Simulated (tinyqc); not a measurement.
Spin coating of a resist or spin-on film: centrifugal thinning, evaporation and the final thickness (Emslie and Meyerhofer models): one step, computed by the program tinyqc.

A Newtonian film stays uniform over the wafer; solvent and solids have the same density and the concentration is uniform through the thickness.

Question. Rates. omega = 2 pi f/60; nu(c) = nu_s + k c^gamma; evaporation rate e = e0 sqrt(f/1000 rpm). Flow constant K = 2 omega^2/(3 nu(c0)); Reynolds number of the air omega R^2/nu_air with nu_air = 15 mm^2/s.

Inputs (values chosen for the exercise, of the order of those of a polymer resist in an ester solvent):
```
quantity                                 value          unit
solids volume fraction c0                 0.12             -
kinematic viscosity of the solvent nu_s    2.2        mm^2/s
viscosity constant k                      2400        mm^2/s
viscosity exponent gamma                   2.8             -
spin speed f                              1000           rpm
evaporation rate at 1000 rpm e0          0.099  micrometre/s
wafer radius R                              50            mm
```

Give: omega; nu(c0); evaporation rate e; flow constant K; Reynolds number of the air.

Answer.

omega = 104.7 1/s

nu(c0) = 8.538 mm^2/s

evaporation rate e = 0.099 micrometre/s

flow constant K = 8.563e-04 1/(micrometre^2 s)

Reynolds number of the air = 17453
